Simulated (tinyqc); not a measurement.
Plane-wave Kohn-Sham cycle with exchange-only LDA in a layered model solid, step by step. Computed by tinyqc, a small Python program that keeps every step. Settings: points = 16, plane-wave index or count = 3, electrons = 2, k points = 1, area = 26.0, mixing = 0.8, iteration cap = 78. Command: `OMP_NUM_THREADS=1 python tinyqc.py 21385 21386 out.jsonl` (the two numbers bound the seeds that draw the settings). One thread of a shared host (Intel(R) Xeon(R) Processor @ 2.60GHz), about 0.01 s of CPU time with the checks. Later iterations appear only in the table of the cycle.

## Iteration 1: potential

A solid whose potential varies along x alone (atomic units):
```
parameter                      value
period a                    5.400000
cross-section of the cell  26.000000
electrons per cell                 2
grid points                       16
plane waves -n..n, n               3
k points                           1
V1 in V1 cos(2 pi x/a)     -0.740000
```

density at the start, on the grid x_j = j a/N (e/bohr^3): 0.0142450  0.0142450  0.0142450  0.0142450  0.0142450  0.0142450  0.0142450  0.0142450  0.0142450  0.0142450  0.0142450  0.0142450  0.0142450  0.0142450  0.0142450  0.0142450

V_H(G) = 4 pi rho(G)/G^2 for G != 0 (uniform background); v_x = -(3 rho/pi)^(1/3); V = V_ext + V_H + v_x; Fourier components f(G_m) = (1/N) sum_j f(x_j) exp(-i G_m x_j).

Potentials on the grid (hartree):
```
x           V_ext      V_H       v_x         V
0.00000  -0.74000  0.00000  -0.23871  -0.97871
0.33750  -0.68367  0.00000  -0.23871  -0.92238
0.67500  -0.52326  0.00000  -0.23871  -0.76197
1.01250  -0.28319  0.00000  -0.23871  -0.52190
1.35000         0  0.00000  -0.23871  -0.23871
1.68750   0.28319  0.00000  -0.23871   0.04447
2.02500   0.52326  0.00000  -0.23871   0.28454
2.36250   0.68367  0.00000  -0.23871   0.44496
2.70000   0.74000  0.00000  -0.23871   0.50129
3.03750   0.68367  0.00000  -0.23871   0.44496
3.37500   0.52326  0.00000  -0.23871   0.28454
3.71250   0.28319  0.00000  -0.23871   0.04447
4.05000         0  0.00000  -0.23871  -0.23871
4.38750  -0.28319  0.00000  -0.23871  -0.52190
4.72500  -0.52326  0.00000  -0.23871  -0.76197
5.06250  -0.68367  0.00000  -0.23871  -0.92238
```

V(G_m), m = 0, 1, 2, ... (hartree): -0.23871  -0.37000  0.00000  0.00000  0.00000  0.00000  0.00000

## Iteration 1: Hamiltonian at one k

k = 0.00000 2 pi / a

H(m,m') = (k + G_m)^2/2 delta + V(G_m - G_m'), with V(-G) = V(G).

H (hartree), lower triangle:
```
          -3        -2        -1        +0        +1        +2       +3
-3   5.85363
-2  -0.37000   2.46900
-1   0.00000  -0.37000   0.43821
+0   0.00000   0.00000  -0.37000  -0.23871
+1   0.00000   0.00000   0.00000  -0.37000   0.43821
+2   0.00000   0.00000   0.00000   0.00000  -0.37000   2.46900
+3   0.00000   0.00000   0.00000   0.00000   0.00000  -0.37000  5.85363
```

## Iteration 1: levels at that k

Diagonalise the Hermitian matrix.

eigenvalues (hartree): -0.53423  0.37214  0.66440  2.49480  2.49805  5.89390  5.89390

## Iteration 1: new density

Motion across x is left out: the lowest 1 band(s) hold two electrons at each of the k points (j + 1/2)/nk - 1/2. Residual R = rho(out) - rho(in); rho(new) = rho(in) + 0.8 R. rho(out) = 2/(a A nk) sum |psi|^2 with psi = sum c exp(i G x). Harris energy E = band energy - dV sum rho (V_H/2 + v_x) + (3/4) dV sum rho v_x with rho(in), dV = a A/N, band energy = (2/nk) sum of the filled levels.

rho(out) (e/bohr^3): 0.0389883  0.0352574  0.0262091  0.0162859  0.0087330  0.0042650  0.0020766  0.0011717  0.0009344  0.0011717  0.0020766  0.0042650  0.0087330  0.0162859  0.0262091  0.0352574

density after iteration 1 (e/bohr^3): 0.0340397  0.0310549  0.0238163  0.0158777  0.0098354  0.0062610  0.0045103  0.0037864  0.0035965  0.0037864  0.0045103  0.0062610  0.0098354  0.0158777  0.0238163  0.0310549

energy per cell = -0.9490951 hartree

## Iteration 2: potential

As before.

Potentials on the grid (hartree):
```
x           V_ext       V_H       v_x         V
0.00000  -0.74000   0.14527  -0.31914  -0.91387
0.33750  -0.68367   0.13147  -0.30953  -0.86172
0.67500  -0.52326   0.09413  -0.28332  -0.71245
1.01250  -0.28319   0.04317  -0.24751  -0.48752
1.35000         0  -0.01037  -0.21099  -0.22136
1.68750   0.28319  -0.05791  -0.18150   0.04378
2.02500   0.52326  -0.09423  -0.16270   0.26633
2.36250   0.68367  -0.11674  -0.15349   0.41345
2.70000   0.74000  -0.12434  -0.15088   0.46479
3.03750   0.68367  -0.11674  -0.15349   0.41345
3.37500   0.52326  -0.09423  -0.16270   0.26633
3.71250   0.28319  -0.05791  -0.18150   0.04378
4.05000         0  -0.01037  -0.21099  -0.22136
4.38750  -0.28319   0.04317  -0.24751  -0.48752
4.72500  -0.52326   0.09413  -0.28332  -0.71245
5.06250  -0.68367   0.13147  -0.30953  -0.86172
```

V(G_m), m = 0, 1, 2, ... (hartree): -0.22300  -0.34536  -0.00080  0.00071  0.00003  -0.00001  0.00000

## Iteration 2: Hamiltonian at one k

k = 0.00000 2 pi / a

As before.

H (hartree), lower triangle:
```
          -3        -2        -1        +0        +1        +2       +3
-3   5.86934
-2  -0.34536   2.48471
-1  -0.00080  -0.34536   0.45392
+0   0.00071  -0.00080  -0.34536  -0.22300
+1   0.00003   0.00071  -0.00080  -0.34536   0.45392
+2  -0.00001   0.00003   0.00071  -0.00080  -0.34536   2.48471
+3   0.00000  -0.00001   0.00003   0.00071  -0.00080  -0.34536  5.86934
```

## Iteration 2: levels at that k

As before.

eigenvalues (hartree): -0.48794  0.39674  0.65818  2.50757  2.50952  5.90443  5.90444

## Iteration 2: new density

As before.

rho(out) (e/bohr^3): 0.0380328  0.0345347  0.0259884  0.0164788  0.0090868  0.0045972  0.0023326  0.0013694  0.0011118  0.0013694  0.0023326  0.0045972  0.0090868  0.0164788  0.0259884  0.0345347

density after iteration 2 (e/bohr^3): 0.0372342  0.0338387  0.0255539  0.0163586  0.0092365  0.0049299  0.0027682  0.0018528  0.0016088  0.0018528  0.0027682  0.0049299  0.0092365  0.0163586  0.0255539  0.0338387

energy per cell = -0.9115429 hartree

## Convergence

Stop when sqrt(dV sum R^2) is below 1e-8, dV = a A/N.

Course of the cycle:
```
iteration  E (hartree)  norm of the residual
1           -0.9490951              1.59e-01
2           -0.9115429              2.72e-02
3           -0.9111387              4.87e-03
4           -0.9111578              9.33e-04
5           -0.9111593              1.85e-04
6           -0.9111594              3.77e-05
7           -0.9111594              7.85e-06
8           -0.9111594              1.67e-06
9           -0.9111594              3.64e-07
10          -0.9111594              8.05e-08
11          -0.9111594              1.80e-08
12          -0.9111594              4.06e-09
```

Converged in 12 iterations. Before convergence this energy mixes input and output and is not variational, so it may rise towards its limit.
